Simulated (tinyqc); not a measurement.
Electron mobility of a polar semiconductor by Rode's iterative solution of the Boltzmann equation: one step, computed by the program tinyqc.

The distribution is f(E) + e F l(E) (-df/dE) cos(theta) for a weak field F, theta counted from the force; l(E) is a mean free path. Elastic processes enter by their momentum rate, polar optical phonons by out- and in-scattering terms. One valley only: where upper valleys lie close, measured mobilities are lower. The density n is prescribed, even where a narrow-gap material would have more intrinsic carriers.

Problem. Fermi level and screening. Kane band: hbar^2 k^2/(2 m) = E (1 + alpha E), speed v = hbar k/(m (1 + 2 alpha E)), states per spin, volume and energy g(E) = m k (1 + 2 alpha E)/(2 pi^2 hbar^2); overlap factors are set to 1. Masses are multiplied by m_0 and all formulas are in SI units. The reduced Fermi level eta = E_F/(k_B T) solves n = 2 Z int g f dE with f = 1/(1 + exp(x - eta)) (Z = 1 unless valleys are given); screening length L_s = sqrt(eps_s eps_0 k_B T/(e^2 dn/deta)), dn/deta = 2 Z int g f (1 - f) dE. Integrals over x = E/(k_B T) use 160 Gauss-Legendre points in u = sqrt(x) from 0 to sqrt(max(eta, 0) + 32). N_I = n (1 + C)/(1 - C).

Inputs (values chosen for the exercise, modelled on GaSb):
```
quantity,value,unit
effective mass m,0.0424,m_0
non-parabolicity alpha,1.2,1/eV
static permittivity eps_s,15.7,-
electron density n,2.6e+16,1/cm^3
compensation ratio C,0.62,-
temperature T,400,K
```

Band: Kane. Elastic processes: acoustic, impurity.

Constants: k_B = 8.617333262e-05 eV/K; m_0 = 9.1093837015e-31 kg; e = 1.602176634e-19 C; hbar = 1.054571817e-34 J s; eps_0 = 8.8541878128e-12 F/m; k_B = 1.380649e-23 J/K.

Give: reduced Fermi level eta; screening length L_s; ionised impurity density N_I.

Solution.

reduced Fermi level eta = -2.690

screening length L_s = 34.28 nm

ionised impurity density N_I = 1.108e+17 1/cm^3
